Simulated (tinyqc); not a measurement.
Semiconducting tubes compared: carbon nanotube by zone folding.

Circumference C = n a1 + m a2, a = sqrt3 acc; d = a sqrt(n^2 + nm + m^2)/pi; tan(theta) = sqrt3 m/(2n + m); dR = gcd(2n + m, 2m + n); T = t1 a1 + t2 a2 with t1 = (2m + n)/dR, t2 = -(2n + m)/dR, |T| = sqrt3 pi d/dR; N = 2 (n^2 + nm + m^2)/dR hexagons a cell. On cutting line mu = 0 to N - 1 at x = k|T|/(2 pi) the phases are p1 = 2 pi (-t2 mu + m x)/N, p2 = 2 pi (t1 mu - n x)/N, and E = -/+ t |1 + exp(i p1) + exp(i p2)|.

Inputs chosen for the exercise (out of a larger set: near those used for carbon; not measured data):
```
symbol  value                                                           unit      meaning
t       2.6                                                             eV        hopping
acc     1.42                                                            angstrom  bond length
tubes   ((6, 5), (15, 11), (7, 3), (9, 1), (13, 12), (13, 2), (11, 3))            pairs (n, m)
```

E11 and E22 are twice the two lowest band edges; the cone gives E11 d = 2 t acc and E22/E11 = 2.

Cases:
```
(n,m)
(6,5)
(15,11)
(7,3)
(9,1)
(13,12)
(13,2)
(11,3)
```

Rank the cases by E11 (eV), lowest first.

Answer: (15,11), (13,12), (13,2), (11,3), (6,5), (9,1), (7,3).

Tubes:
```
(n,m)    d (angstrom)  theta (deg)  (n - m) mod 3  E11 (eV)  E22 (eV)  E11 d/(2 t acc)  E22/E11
(6,5)            7.47         27.0              1    0.9781    1.9486            0.989    1.992
(15,11)         17.70         24.9              1    0.4153    0.8368            0.995    2.015
(7,3)            6.96         17.0              1    1.0334    2.1619            0.974    2.092
(9,1)            7.47          5.2              2    1.0165    1.8397            1.028    1.810
(13,12)         16.95         28.7              1    0.4346    0.8686            0.998    1.999
(13,2)          11.04          7.1              2    0.6812    1.2779            1.019    1.876
(11,3)          10.00         11.7              2    0.7516    1.4102            1.017    1.876
```

E11 follows 1/d first. For mod 1 the scaled E11 lies below one (0.974 to 0.998) and E22/E11 on both sides of two (1.992 to 2.092). For mod 2 the scaled E11 lies above one (1.017 to 1.028) and E22/E11 below two (1.810 to 1.876). The largest departure of the scaled E11 is that of (9,1); warping acts as cos(3 theta)/d, most for thin tubes near zigzag. Below about 8 angstrom curvature, left out of zone folding, changes the gaps further.

Computed by tinyqc, a small Python program: `OMP_NUM_THREADS=1 python tinyqc.py 1480622 1480623 out.jsonl` (the numbers bound the seed that draws the inputs); one thread of a shared host (Intel(R) Xeon(R) Processor @ 2.30GHz), about 0.03 s for the whole set of steps.
